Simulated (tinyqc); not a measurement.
What each parameter does: three-band tight binding of a dichalcogenide monolayer.

Basis dz2, dxy, dx2-y2 on a triangular lattice, nearest neighbours; alpha = kx a/2, beta = sqrt3 ky a/2. h0 = e1 + 2 t0 (cos 2alpha + 2 cos alpha cos beta); h1 = -2 sqrt3 t2 sin alpha sin beta + 2i t1 (sin 2alpha + sin alpha cos beta); h2 = 2 t2 (cos 2alpha - cos alpha cos beta) + 2i sqrt3 t1 cos alpha sin beta; h11 = e2 + 2 t11 cos 2alpha + (t11 + 3 t22) cos alpha cos beta; h22 = e2 + 2 t22 cos 2alpha + (3 t11 + t22) cos alpha cos beta; h12 = sqrt3 (t22 - t11) sin alpha sin beta + 4i t12 sin alpha (cos alpha - cos beta) + i lam sz. H = [[h0, h1, h2], [., h11, h12], [., ., h22]], Hermitian; the lowest band of each spin is filled. K = (4 pi/3a, 0), M = (pi/a, pi/(sqrt3 a)).

Constants: hbar^2/2m0 = 3.80998211 eV angstrom^2.

Parameters, chosen for this exercise (near a published set for monolayer WS2; shifted at random, so the results belong to these values and not to a real crystal):
- a = 3.19 angstrom (lattice constant)
- e1 = 1.136 eV (level of dz2)
- e2 = 2.255 eV (level of dxy and dx2-y2)
- t0 = -0.206 eV (hopping)
- t1 = 0.555 eV (hopping)
- t2 = 0.534 eV (hopping)
- t11 = 0.28 eV (hopping)
- t12 = 0.379 eV (hopping)
- t22 = -0.062 eV (hopping)
- lam = 0.211 eV (spin-orbit constant)

Spin up: gap at K, Ev(K) - Ev(Gamma), and masses at K by central differences along kx with step 0.002 1/angstrom, c = hbar^2/2m0.

One parameter was then changed.

Results before and after:
```
case     gap at K (eV)  K - Gamma (eV)  m_c (m0)  m_v (m0)
base            1.5843          0.2697     0.283     0.361
changed         1.5393          0.3147     0.274     0.339
```

Which of these changes was made? (a) t12 = 0.409 eV; (b) lam = 0.241 eV; (c) t1 = 0.585 eV; (d) e1 = 1.106 eV; (e) t22 = -0.092 eV; (f) t2 = 0.564 eV.

Answer: (e) t22 = -0.092 eV. Of the candidates, run in turn, only this one gives the changed row.

All candidates:
```
case             gap at K (eV)  K - Gamma (eV)  m_c (m0)  m_v (m0)
base                    1.5843          0.2697     0.283     0.361
t12 = 0.409 eV          1.7402          0.1138     0.315     0.438
lam = 0.241 eV          1.5543          0.2997     0.277     0.351
t22 = -0.092 eV         1.5393          0.3147     0.274     0.339
t2 = 0.564 eV           1.5843          0.2697     0.266     0.326
t1 = 0.585 eV           1.5843          0.2697     0.268     0.340
e1 = 1.106 eV           1.5543          0.2997     0.277     0.351
```

t2 and t1 couple dz2 to the other orbitals and vanish at K and Gamma, so only the masses feel them.

Computed by tinyqc, a small Python program: `OMP_NUM_THREADS=1 python tinyqc.py 1481342 1481343 out.jsonl` (the numbers bound the seed that draws the inputs); one thread of a shared host (Intel(R) Xeon(R) Processor @ 2.30GHz), about 0.01 s for the whole set of steps.
